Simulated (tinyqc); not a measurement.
From results to parameters: Hueckel model of a polar double bond. Computed by the program tinyqc.

Problem. A C=X pi bond in Hueckel theory has H_XX = alpha + h beta, H_CC = alpha and H_CX = k beta, with two electrons. Find h, k, the charge on carbon and the bond order.

x values of the two levels (E = alpha + x beta): 2.384261  -0.624261

Solution. The sum of the x values is h and their product is -k^2; the charge on carbon is h/sqrt(h^2 + 4k^2) and the bond order 2k/sqrt(h^2 + 4k^2).

h, k: 1.7600  1.2200
charge on carbon, bond order: 0.585  0.811
